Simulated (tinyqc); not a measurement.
The network against temperature: hopping conduction between localised states. Computed by tinyqc, a small Python program. Command: `OMP_NUM_THREADS=1 python tinyqc.py 3026768 3026769 out.jsonl hop walk`. One thread of a shared host (Intel(R) Xeon(R) Processor @ 2.30GHz), about 0.01 s of CPU time with the checks.

Energies are counted from the Fermi level. A small network shows the mechanism; the laws of an infinite system follow.

Inputs (values chosen for the exercise, for a model defective oxide): localisation length xi = 4.4 nm; temperature T = 350 K.

Dimension: 2D.

sites of the small network (nm, nm, meV):
```
       x      y  energy
1      0   3.95    3.37
2   6.43   0.22  -44.61
3  16.45  10.16   -82.1
4  26.75   1.12   73.53
5  37.17   4.43   38.21
6     44   5.75    3.17
```

Constants: k_B = 8.617333262e-05 eV/K.

Method:
- Miller-Abrahams exponent s_ij = 2 r_ij/xi + (|E_i| + |E_j| + |E_i - E_j|)/(2 k_B T); G_ij = G_0 exp(-s_ij).
- Site 1 is held at potential 1 and site 6 at 0; Kirchhoff's law sum_j G_ij (u_i - u_j) = 0 fixes the others; G = sum_j G_1j (1 - u_j).
- Critical exponent s_c: the smallest value such that bonds with s_ij <= s_c connect site 1 with site 6.
- The last column is the length of the critical bond.

Network:
```
T (K)  -ln(G/G_0)     s_c  critical hop (nm)
100        19.501  20.408             44.037
160        16.232  17.517             13.704
240        13.277  13.754             13.704
350        11.208  11.389             13.704
520         9.731   9.702             13.704
880         8.540   8.282             13.704
```

-ln(G/G_0) follows s_c within 1.3. The critical hop is 44.0 nm long at the lowest T and 13.7 nm at the highest: on cooling the carrier goes farther to find a site of nearer energy, which is variable-range hopping.

Extremes, crossings and ranges named in words are read from the listed rows.
